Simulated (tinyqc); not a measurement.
What each parameter does: heterojunction of two tight-binding chains.

Left chain: hopping -t1, sites at 2 t1 (band bottom 0). Right chain: hopping -t2, sites at dE + 2 t2 (bottom dE). t = c/(m a^2), c = hbar^2/2m0. The bond across the interface is -tc with tc = f sqrt(t1 t2), and the last left site has the extra energy U. In a chain E = bottom + 2t (1 - cos(ka)); the surface Green function of a half chain is g = -exp(ika)/t, with Im k > 0 where cos(ka) > 1.

Constants: hbar^2/2m0 = 3.80998211 eV angstrom^2.

Inputs chosen for the exercise (masses and offset of the size met at InGaAs / InP; shifted at random, so the results belong to these values and not to a real crystal):
- a = 4 angstrom (site spacing)
- m1 = 0.042 m0 (mass on the left)
- m2 = 0.076 m0 (mass on the right)
- dE = 0.29 eV (band offset)
- f = 1 (factor on the interface hopping)
- U = -1.24 eV (extra energy on the last left site)
- E = 0.303 eV (electron energy)

T = 4 Im(S1) Im(S2) |G|^2 with G = 1/(E - 2 t1 - U - S1 - S2), S1 = -t1 exp(i k1 a), S2 = -(tc^2/t2) exp(i k2 a).

One parameter was then changed.

Results before and after:

| case | T | k1 a | k2 a |
|---|---|---|---|
| base | 0.4060 | 0.2317 | 0.0644 |
| changed | 0.4755 | 0.1852 | 0.0515 |

Which of these changes was made? (a) U = -1.04 eV; (b) a = 3.2 angstrom; (c) f = 0.9; (d) m2 = 0.0912 m0; (e) m1 = 0.0504 m0; (f) dE = 0.24 eV.

Answer: (b) a = 3.2 angstrom. Of the candidates, run in turn, only this one gives the changed row.

All candidates:

| case | T | k1 a | k2 a |
|---|---|---|---|
| base | 0.4060 | 0.2317 | 0.0644 |
| m1 = 0.0504 m0 | 0.3495 | 0.2539 | 0.0644 |
| m2 = 0.0912 m0 | 0.4344 | 0.2317 | 0.0706 |
| dE = 0.24 eV | 0.6728 | 0.2317 | 0.1419 |
| f = 0.9 | 0.5821 | 0.2317 | 0.0644 |
| U = -1.04 eV | 0.4558 | 0.2317 | 0.0644 |
| a = 3.2 angstrom | 0.4755 | 0.1852 | 0.0515 |

(tinyqc, `OMP_NUM_THREADS=1 python tinyqc.py 1481505 1481506 out.jsonl`, Intel(R) Xeon(R) Processor @ 2.30GHz, 1 thread, shared host, about 0.01 s.)
